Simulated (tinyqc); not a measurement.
# Physical sputtering: collision-cascade yield, angular dependence, faceting and resputtering in deposition, step by step

A worked calculation. Computed by tinyqc, a small Python program that keeps every step. Command: `OMP_NUM_THREADS=1 python tinyqc.py 3017996 3017997 out.jsonl sputter walk`. One thread of a shared host (Intel(R) Xeon(R) Processor @ 2.30GHz), about 0.01 s of CPU time with the checks. Intermediate numbers are printed to about 7 digits and carried at full precision; extremes and crossings named in words are read from the listed rows.

Ions start collision cascades; atoms that reach the surface with more than U leave. The target is amorphous or fine-grained.

Inputs (values chosen for the exercise, modelled on neon ions on aluminium):
```
quantity,value,unit
ion Z1,10,-
ion mass M1,20.2,u
target Z2,13,-
target mass M2,26.98,u
surface binding energy U,3.39,eV
target density N,60.2,1/nm^3
fit factor Q,1,-
ion energy E,400,eV
current density J,0.41,mA/cm^2
angular exponent f,2.2,-
angle of the largest yield,65,degrees
angle of incidence,35,degrees
"deposition rate over sputter rate on a flat surface, D/S",5.6,-
```

Constants: e = 1.602176634e-19 C.

## Yield at normal incidence

gamma = 4 M1 M2/(M1 + M2)^2; threshold E_th = 6.7 U/gamma for M1 >= M2, else U (1 + 5.7 M1/M2)/gamma. eps = 0.03255 M2 E/(Z1 Z2 (M1 + M2) z), z = (Z1^(2/3) + Z2^(2/3))^(1/2), E in eV; s_n = 3.441 sqrt(eps) ln(eps + 2.718)/(1 + 6.355 sqrt(eps) + eps (6.882 sqrt(eps) - 1.708)); S_n = 84.78 Z1 Z2 M1 s_n/((M1 + M2) z) in eV angstrom^2; alpha = 0.249 (M2/M1)^0.56 + 0.0035 (M2/M1)^1.5 for M1 <= M2, else 0.0875 (M2/M1)^(-0.15) + 0.165 M2/M1; Y0 = 0.042 Q alpha S_n/U [1 - sqrt(E_th/E)]^2.5 (the electronic-loss factor of the full formula is dropped). Erosion rate = Y0 J/(e N); 1 cm^2 = 1e14 nm^2.

energy transfer factor gamma = 0.9793489

threshold E_th = 18.23373 eV

reduced energy eps = 0.01795905

nuclear stopping S_n = 373.7314 eV angstrom^2

alpha = 0.2982127

yield Y0 = 0.7574875 atoms per ion

erosion rate = 19.31985 nm/min

The threshold factor is 0.549; the energy cost is 528 eV per removed atom, 156 times U.

## Oblique incidence

Angular law: Y/Y0 = t^f exp(-f cos(a_opt)(t - 1)), t = 1/cos(angle), largest at a_opt. A plane tilted by the angle recedes along the beam at a speed proportional to Y(angle), and along its own normal as Y cos(angle).

Y/Y0 at the angle = 1.263140

yield at the angle = 0.9568129 atoms per ion

normal speed relative to a flat surface = 1.034704

largest Y/Y0 = 1.867479

## Deposition with resputtering

With a directional flux, net growth along the beam is D - S Y(angle)/Y0. Slopes where Y/Y0 exceeds D/S are etched: solve Y/Y0 = D/S below a_opt, if the largest Y/Y0 exceeds D/S. The normal speed is largest where f (1 - cos(a_opt)/cos(angle)) = 1, cos(angle) = f cos(a_opt)/(f - 1), or at angle 0 if this exceeds 1.

Angle of zero net growth: none: every slope grows

angle of the largest normal speed = 39.21308 degrees

Deposition outweighs sputtering at every angle, so no slope is cut back.

## Yield over energy

The formulas are those given above.

Normal incidence:
```
E (eV),eps,S_n (eV angstrom^2),Y0,Y0 per keV
50,2.244881e-03,185.9869,0.067861,1.357210
100,4.489763e-03,240.5875,0.220911,2.209108
200,8.979526e-03,303.8917,0.457114,2.285568
300,1.346929e-02,344.1534,0.626595,2.088649
500,2.244881e-02,397.0392,0.863631,1.727261
1000,4.489763e-02,469.4827,1.206966,1.206966
2000,8.979526e-02,536.4687,1.542279,0.771139
5000,2.244881e-01,597.2052,1.888297,0.377659
10000,4.489763e-01,599.3559,1.985544,0.198554
30000,1.346929e+00,492.3014,1.708851,0.056962
100000,4.489763e+00,294.8579,1.052998,0.010530
```

The yield per keV peaks at 200 eV among these rows, 11 times the threshold, the most economical range for removing atoms. Y0 varies as E^1.70 between the first rows and as E^-0.40 at the end; it peaks near 10000 eV, close to the broad maximum of nuclear stopping. Caution: the electronic-loss factor, dropped here, would lower the yields at the highest energies slightly.

Checks made by the program: position of the angular maximum (relative difference below 1e-10).
